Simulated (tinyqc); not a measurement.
What moves the results: three-level Kane dispersion of a narrow-gap semiconductor. A value that a table varies takes the place of the one given here.

Zero of energy at Gamma8, c = hbar^2/2m0, P^2 = Ep c. The free-electron term and remote bands are left out, so the heavy holes are flat at E = 0 and the other three bands obey E (E - Eg)(E + Dso) = P^2 k^2 (E + 2 Dso/3). The conduction band is the highest root; its edge is Ec = max(Eg, 0).

Degenerate electrons at T = 0: kF = (3 pi^2 n)^(1/3), 1 cm^-3 = 1e-24 angstrom^-3; EF is the highest root at kF. The momentum (cyclotron, optical) mass is m(E) = hbar^2 k/(dE/dk) = c d(k^2)/dE with d(k^2)/dE = k^2 [1/E + 1/(E - Eg) + 1/(E + Dso) - 1/(E + 2 Dso/3)]; the density of states is k d(k^2)/dE/(2 pi^2).

Edge mass m0* = 3 |Eg|/(2 Ep).
Constants: hbar^2/2m0 = 3.80998211 eV angstrom^2.

Inputs chosen for the exercise (near those of grey Sn; shifted at random, so the results belong to these values and not to a real crystal): Eg = -0.425 eV (E(Gamma6) - E(Gamma8)); Dso = 0.83 eV (spin-orbit splitting); Ep = 23.6 eV (Kane energy); k = 0.024 1/angstrom (wave vector); n = 4.6e+17 cm^-3 (electron density).

## Filling the band

n from 1e15 to 1e19 cm^-3. The last column is the local power d ln(EF - Ec)/d ln n = kF^2/(1.5 (EF - Ec) d(k^2)/dE).

Results:
```
n (cm^-3),kF (1/angstrom),EF - Ec (meV),parabolic (meV),m(EF),m(EF)/m0*,power
1.0e+15,0.00309,1.3,1.3,0.0271,1.00,0.665
1.0e+16,0.00667,6.2,6.3,0.0276,1.02,0.660
3.0e+16,0.00961,12.7,13.0,0.0282,1.04,0.652
1.0e+17,0.01436,27.7,29.1,0.0296,1.10,0.637
3.0e+17,0.02071,55.2,60.5,0.0322,1.19,0.614
1.0e+18,0.03094,113.0,135.0,0.0374,1.39,0.575
3.0e+18,0.04462,207.5,280.8,0.0459,1.70,0.531
1.0e+19,0.06665,382.0,626.6,0.0612,2.26,0.483
```

The power falls from 0.665 to 0.483: 2/3 marks a parabola, 1/3 a linear band. The parabola is within 10 % up to n = 3.0e+17 cm^-3. The mass has doubled by n = 1.0e+19 cm^-3 and ends at 2.3 times its edge value. Side valleys are left out; where they lie low (GaSb, grey Sn: about 0.1 eV) they take the electrons long before the last rows.

## Closing and inverting the gap

Eg is varied at fixed k, Dso and Ep. Edge mass: Eg (Eg + Dso)/(Ep (Eg + 2 Dso/3)) for Eg > 0, 3 |Eg|/(2 Ep) for Eg < 0. The Gamma6 weight of the conduction state is 1/(1 + P^2 k^2 [(2/3)/E^2 + (1/3)/(E + Dso)^2]).

Results:
```
Eg (eV),m0*,highest root (eV),middle (eV),lowest (eV),E - Ec (meV),Gamma6 weight
-0.200,0.01271,0.1160,-0.2880,-0.8579,116.0,0.279
-0.100,0.00636,0.1491,-0.2250,-0.8542,149.1,0.389
-0.040,0.00254,0.1748,-0.1924,-0.8524,174.8,0.466
-0.010,0.00064,0.1893,-0.1778,-0.8516,189.3,0.505
0.010,0.00063,0.1997,-0.1686,-0.8510,189.7,0.531
0.040,0.00249,0.2162,-0.1559,-0.8503,176.2,0.570
0.100,0.00603,0.2526,-0.1336,-0.8490,152.6,0.643
0.200,0.01159,0.3222,-0.1050,-0.8472,122.2,0.743
```

The edge mass vanishes with |Eg| from both sides, yet the kinetic energy at this k stays finite, at most 189.7 meV in the table; at Eg = 0 the two-level form, without the split-off band, gives the linear value sqrt(2/3) P k = 185.8 meV. The Gamma6 weight of the conduction state goes smoothly from 0.28 to 0.74 and is 0.51 and 0.53 in the two rows next to Eg = 0: at finite k nothing jumps at the inversion.

## What each parameter does

Edge mass, EF - Ec and m(EF). Each row changes one parameter from the base and keeps the others.

Results:
```
case,m0* (m0),EF - Ec (meV),m(EF) (m0)
base,0.02701,71.58,0.03367
n = 9.2e+17 cm^-3,0.02701,107.72,0.03696
Eg = -0.3612 eV,0.02296,80.78,0.03077
Dso = 0.7055 eV,0.02701,71.97,0.03335
Ep = 20.06 eV,0.03178,61.77,0.03855
```

The largest shifts from the base row, up to three for each result and ties (the steps differ in size, so this ranks the rows, not the parameters). m0* (m0): Ep +0.00477, Eg -0.00406; unchanged at the printed digits by n and Dso. EF - Ec (meV): n +36.14, Ep -9.81, Eg +9.20. m(EF) (m0): Ep +0.00488, n +0.00329, Eg -0.00289.

(tinyqc, `OMP_NUM_THREADS=1 python tinyqc.py 1080035 1080036 out.jsonl`, Intel(R) Xeon(R) Processor @ 2.30GHz, 1 thread, shared host, about 0.01 s.)
